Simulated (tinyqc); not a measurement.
What moves the results: round or elliptic silicon nanowire with anisotropic valleys (Ritz method). A value that a table varies takes the place of the one given here.

Wire along x = [110] on a (001) wafer, y = [-110], z = [001]. Valley groups (w = inverse masses): A, two valleys along z: w_y = 1/mt, w_z = 1/ml, m_x = mt; B, four valleys in the wafer plane: w_y = (1/ml + 1/mt)/2, w_z = 1/mt, m_x = (ml + mt)/2.

Hard wall on the ellipse (y/a)^2 + (z/b)^2 = 1, c = hbar^2/2m0. With u = y/a, v = z/b the operator is -c [(w_y/a^2) d2/du2 + (w_z/b^2) d2/dv2] on the unit disc. Basis (1 - u^2 - v^2) u^i v^j; S, X and Y are the disc integrals of f f', (df/du)(df'/du) and (df/dv)(df'/dv), from the integral of u^p v^q = 2 Gamma((p+1)/2) Gamma((q+1)/2)/((p + q + 2) Gamma((p+q+2)/2)) for even p, q; H = c (w_y X/a^2 + w_z Y/b^2).

Converged values use 21 functions of each parity class (e or o in u, then in v).

Constants: hbar^2/2m0 = 3.80998211 eV angstrom^2.

Inputs chosen for the exercise (near those of a Si nanowire; shifted at random, so the results belong to these values and not to a real crystal): ml = 0.899 m0 (longitudinal mass); mt = 0.193 m0 (transverse mass); a = 32 angstrom (semi-axis along y); b = 33 angstrom (semi-axis along z); asp = (0.4, 0.6, 0.8, 1, 1.3, 1.8, 2.5) (ratios a/b); area = 33.2 nm^2 (cross-section, kept fixed); hw = 1 (height over mean width).

## Size of the basis

Lowest level of each group with 1, 3, 6 and 21 even functions.

Levels (meV):
```
functions,A,B
1,69.51,89.51
3,65.88,86.18
6,65.82,86.16
21,65.82,86.16
```

One function errs by 5.6 % for A and 3.9 % for B, six by 0.00042 and 2.2e-05 meV. The error grows with the axis ratio of the stretched ellipse (2.23, 1.24); for a circle it is 6/5.783 - 1 = 3.7 %.

## Flattening the wire at fixed area

a = sqrt(area x ratio/pi), b = a/ratio, 1 nm^2 = 100 angstrom^2; lowest level of each group.

Levels (eV):
```
a/b,a (angstrom),b (angstrom),A,B
0.4,20.6,51.4,0.1303,0.1024
0.6,25.2,42.0,0.0928,0.0869
0.8,29.1,36.3,0.0747,0.0842
1.0,32.5,32.5,0.0645,0.0867
1.3,37.1,28.5,0.0562,0.0948
1.8,43.6,24.2,0.0508,0.1132
2.5,51.4,20.6,0.0506,0.1428
```

Each group is lowest where its stretched ellipse is a circle, at a/b = sqrt(w_y/w_z): 2.16 for A and 0.78 for B. The lowest group is B in the first row and A in the last, crossing between a/b = 0.6 and 0.8; B - A is -28 meV in the first row and +92 meV in the last.

## Shape of the cross-section

Equal area, hard walls, lowest level of -c (w_y d2/dy2 + w_z d2/dz2), c = hbar^2/2m0. Rectangle W x H with H/W = hw; ellipse with b/a = hw; trapezoid of height H, base W/0.8 and top 0.6 of the base; isosceles triangle of height H and base 2W. Ellipse, trapezoid and triangle by converged Ritz bases; 1 nm^2 = 100 angstrom^2.

Levels:
```
shape,A (eV),B (eV),B - A (meV)
rectangle,0.0713,0.0943,23.0
ellipse,0.0645,0.0867,22.1
trapezoid,0.0702,0.0962,26.0
triangle,0.0636,0.1248,61.2
```

W = 57.6 angstrom
H = 57.6 angstrom

For group A the order is triangle, ellipse, trapezoid, rectangle, spanning 12 %. For group B the order is ellipse, rectangle, trapezoid, triangle, spanning 44 %. The ellipse lies below the rectangle for both groups, since corners hold little of the wave function. The triangle is lowest for A, whose light mass lies across the width and gains from the wide base. The spacing B - A of the valley groups runs from 22 to 61 meV.

## What each parameter does

Lowest level of groups A and B. Each row changes one parameter from the base and keeps the others.

Results:
```
case,A (eV),B (eV),B - A (meV)
base,0.0658,0.0862,20.3
a = 35 angstrom,0.0570,0.0805,23.5
b = 36 angstrom,0.0638,0.0779,14.1
ml = 1.007 m0,0.0645,0.0855,21.0
mt = 0.174 m0,0.0716,0.0949,23.3
```

The largest shifts from the base row, up to three for each result and ties (the steps differ in size, so this ranks the rows, not the parameters). A (eV): a -0.0088, mt +0.0058, b -0.0020. B (eV): mt +0.0087, b -0.0083, a -0.0057. B - A (meV): b -6.3, a +3.1, mt +2.9.

Program tinyqc; command `OMP_NUM_THREADS=1 python tinyqc.py 1281997 1281998 out.jsonl`; about 0.07 s on one thread of a shared Intel(R) Xeon(R) Processor @ 2.30GHz.
